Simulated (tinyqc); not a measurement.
Power iteration on a symmetric matrix, step by step. Computed by tinyqc, a small Python program that keeps every step. Settings: method = power, shift = -0.07. Command: `OMP_NUM_THREADS=1 python tinyqc.py 29666 29667 out.jsonl` (the two numbers bound the seeds that draw the settings). One thread of a shared host (Intel(R) Xeon(R) Processor @ 2.60GHz), about 0.01 s of CPU time with the checks.

A, lower triangle:
```
           1          2         3
1   3.241000
2  -0.244000   3.557000
3  -0.015000  -0.307000  3.999000
```

Stop when the residual |A v - lambda v| is below 1e-9.

Steps:
```
step      lambda  residual
1     3.29070148  3.84e-01
2     3.38505966  4.42e-01
3     3.50334101  4.83e-01
4     3.63588382  4.97e-01
5     3.76672471  4.79e-01
6     3.88074987  4.35e-01
7     3.97006025  3.77e-01
8     4.03463089  3.16e-01
9     4.07892202  2.60e-01
10    4.10841981  2.12e-01
11    4.12782484  1.72e-01
12    4.14058199  1.40e-01
13    4.14902417  1.14e-01
14    4.15467026  9.41e-02
15    4.15849287  7.78e-02
16    4.16111315  6.47e-02
17    4.16293016  5.41e-02
18    4.16420311  4.55e-02
19    4.16510274  3.83e-02
20    4.16574315  3.24e-02
21    4.16620172  2.75e-02
22    4.16653161  2.34e-02
23    4.16676981  1.99e-02
24    4.16694230  1.69e-02
25    4.16706748  1.44e-02
26    4.16715849  1.23e-02
27    4.16722473  1.05e-02
28    4.16727300  8.97e-03
29    4.16730821  7.66e-03
30    4.16733389  6.55e-03
```

Can the last value be used, and what does the course show?

Not by the stop rule. Not converged in 30 steps: the residual falls only by the ratio of the two largest distances of eigenvalues from the shift, 0.85 a step. all eigenvalues, for comparison: 3.076760  3.552836  4.167403.
